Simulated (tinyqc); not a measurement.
Inside a calculation. Method: tight binding, kagome lattice. One step of it, computed by the program tinyqc.

Problem. Bloch Hamiltonian at K. H_AB = -t1 - t2 exp(-i k.a1), H_AC = -t1 - t2 exp(-i k.a2), H_BC = -t1 - t2 exp(i k.(a1 - a2)), H_CC = delta.

Parameters chosen for this model:
```
parameter     value                unit
t1         1.950000    eV, up triangles
t2         0.500000  eV, down triangles
delta      0.620000        eV on site C
```

k point K (fractions of the reciprocal vectors): [0.333333, 0.666667]

Give: H(k) at K.

Solution.

H(k) at K (eV), order A, B, C:
```
[[0.000, -1.700+0.433i, -1.700-0.433i],
 [-1.700-0.433i, 0.000, -1.700+0.433i],
 [-1.700+0.433i, -1.700-0.433i, 0.620]]
```
